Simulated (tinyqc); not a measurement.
Kinetics of strain relaxation and threading dislocations in mismatched semiconductor layers: one step, computed by the program tinyqc. Command: `OMP_NUM_THREADS=1 python tinyqc.py 3020337 3020338 out.jsonl threading walk`. One thread of a shared host (Intel(R) Xeon(R) Processor @ 2.30GHz), about 0.01 s of CPU time with the checks.

60-degree dislocations on {111} planes of a (001) layer, isotropic elasticity. The Schmid factor is 1/sqrt(6), and a misfit segment relieves strain with b/2.

Question. Graded buffer. In steady grading, strain is fed at R_f R_g and relieved at (b/4) rho v. As a glide-limited estimate, the driving stress is taken as the mean stress of the strained top zone, whose depth z solves R_f z/2 = e_eq(z), with strain R_f z at the surface; tau_g = S R_f z/2 is its mean; then rho = 4 R_f R_g/(b m tau_g), m = v0 exp(-Q/(k_B T_g)), S = (1/sqrt 6) 2 G (1 + nu)/(1 - nu), e_eq(z) = b (1 - nu/4) [ln(z/b) + 1]/(4 pi (1 + nu) z).

Inputs (values chosen for the exercise, modelled on Si(0.7)Ge(0.3) on Si): misfit f = 0.012; shear modulus G = 64.5 GPa; Poisson ratio nu = 0.27; Burgers vector b = 3.89 angstrom; glide activation energy Q = 1.95 eV; velocity prefactor v0 = 23000 m/s per MPa; grading rate (misfit per thickness) R_f = 0.001 1/micrometre; growth temperature of the buffer T_g = 1094 K; growth rate R_g = 1.7 nm/s.

Constants: k_B = 8.617333262e-05 eV/K.

Give: depth z of the strained zone; stress tau_g; thread density of the buffer; buffer thickness f/R_f.

Answer.

depth z of the strained zone = 616.79 nm

stress tau_g = 28.255 MPa

thread density of the buffer = 2587.5 1/cm^2

buffer thickness f/R_f = 12 micrometre

Raising T_g by 50 K would lower this density by a factor 2.5: fast glide lets few threads do the work. Caution: real buffers seldom go below 1e5 /cm^2, as pile-ups and nucleation take over; this value is a lower bound.
